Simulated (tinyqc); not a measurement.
Changing the width sigma of the defect charge: finite-size error of a charged defect in a periodic cell: Madelung and Makov-Payne terms. Computed by tinyqc, a small Python program. Command: `OMP_NUM_THREADS=1 python tinyqc.py 3029608 3029609 out.jsonl imagecharge sweep`. One thread of a shared host (Intel(R) Xeon(R) Processor @ 2.30GHz), about 0.1 s of CPU time with the checks.

L is the cube root of the cell volume. The defect charge is a Gaussian, rho(r) = q (2 pi sigma^2)^(-3/2) exp(-r^2/2 sigma^2), repeated periodically in a uniform neutralising background and screened by a continuum. The model cell energy is E(L) = E_0 + [periodic - isolated electrostatic energy].

Inputs (values chosen for the exercise, for a model uniaxial host):
```
quantity,value,unit
charge q,-1,e
cell length L,18.6,angstrom
dielectric constant eps_xy,9.26,-
dielectric constant eps_z,13.5,-
axis ratio c/a,1.56,-
formation energy of the isolated defect E_0,4.162,eV
```

Supercell lattice: tetragonal. Screening: uniaxial.

Constants: e^2/(4 pi eps_0) = 14.39964548 eV angstrom.

Method:
- Cell vectors: (1,0,0), (0,1,0), (0,0,c/a), scaled to volume L^3.
- Ewald sum for a unit point charge: scale each Cartesian component of the cell by 1/sqrt(eps_i), giving R', G' and V'; E = [ (1/2) sum erfc(eta R')/R' + (2 pi/V') sum exp(-G'^2/4 eta^2)/G'^2 - eta/sqrt(pi) - pi/(2 V' eta^2) ] e^2/(4 pi eps_0) / sqrt(eps_x eps_y eps_z), over n_i = -6..6, omitting n = (0,0,0), eta = 2/V'^(1/3). alpha = -2 E eps_g L/(e^2/(4 pi eps_0)), eps_g = (eps_x eps_y eps_z)^(1/3).
- Periodic energy of the Gaussian: (2 pi q^2/V) sum_(G != 0) exp(-sigma^2 G^2)/(G.eps.G) x e^2/(4 pi eps_0), n_i = -k..k with k = max(9, L/sigma rounded up). Isolated energy: q^2/(2 sqrt(pi) sigma) <1/(n.eps.n)> e^2/(4 pi eps_0), the mean over directions n (64 Gauss-Legendre points in cos(theta)).

One run for each value:
```
width sigma of the defect charge (angstrom),finite-size error (eV),isolated energy (eV),point-charge correction -q^2 E (eV)
0.70,-0.10146,0.55094,0.10218
0.88,-0.10103,0.43825,0.10218
1.10,-0.10039,0.35060,0.10218
1.80,-0.09737,0.21425,0.10218
2.20,-0.09498,0.17530,0.10218
2.80,-0.09049,0.13773,0.10218
3.50,-0.08405,0.11019,0.10218
```

Give the missing row, width sigma of the defect charge (angstrom) = 1.40.

Computed row; columns: (1) width sigma of the defect charge (angstrom); (2) finite-size error (eV); (3) isolated energy (eV); (4) point-charge correction -q^2 E (eV):
```
(1)        (2)      (3)      (4)
1.40  -0.09928  0.27547  0.10218
```

Interpolating between the two neighbouring rows (linearly) misses most in isolated energy (eV), by 6.1 %. Over the rows, finite-size error (eV) rises from -0.101 to -0.0841 (exponent d ln y / d ln x -0.018 between the first rows and -0.33 between the last); isolated energy (eV) falls from 0.551 to 0.110 (exponent d ln y / d ln x about -1.00 throughout); point-charge correction -q^2 E (eV) does not change. The exponent of isolated energy stays at -1: the self-energy goes as 1/sigma. The true error shrinks from 99 % to 82 % of the point-charge term as the charge spreads: a delocalised charge needs less correction.

Caution (rows 3.50): the nearest image is closer than five widths, so the tails of the charge clouds overlap and the expansion in 1/L is no longer exact.
